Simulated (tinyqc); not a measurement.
Velocity overshoot from momentum and energy balance equations after a field step: one step, computed by the program tinyqc.

At t = 0 the field jumps from 0 to F in a uniform sample. v is the drift velocity and u = w - (3/2) k_B T the excess energy per carrier.

Problem. First four steps. dv/dt = e F/m - v/tau_m(u), du/dt = e F v - u/tau_E, tau_m(u) = tau_0/(1 + c u), tau_0 = m mu_0/e, c = mu_0/(e tau_E v_s^2); this choice gives the steady state v (1 + mu_0 F v/v_s^2) = mu_0 F, which saturates at v_s. Step: v_new = v + dt (e F/m - v/tau_m(u)), u_new = u + dt (e F v - u/tau_E). Start v = u = 0; the distance adds dt (v + v_new)/2.

Inputs (values chosen for the exercise, modelled on electrons in silicon except for tau_E):
```
quantity                      value   unit
energy relaxation time tau_E   0.44     ps
field after the step F           13  kV/cm
lattice temperature T           300      K
time step dt                    9.3     fs
```

Scheme: explicit Euler.

c = 36.23223 1/eV

tau_0 = 213.2111 fs

acceleration e F/m = 0.009145864 1e7 cm/s per fs

Give: Steps.

Solution.

Steps:
```
step  t (fs)  v (1e7 cm/s)     u (eV)  tau_m (fs)
1        9.3        0.0851          0       213.2
2       18.6        0.1664  1.028e-04       212.4
3       27.9        0.2442  3.018e-04       210.9
4       37.2        0.3185  5.907e-04       208.7
```

After the first step u is still 0, below the drift energy m v^2/2, because the explicit scheme uses the old v: an error of the finite time step.
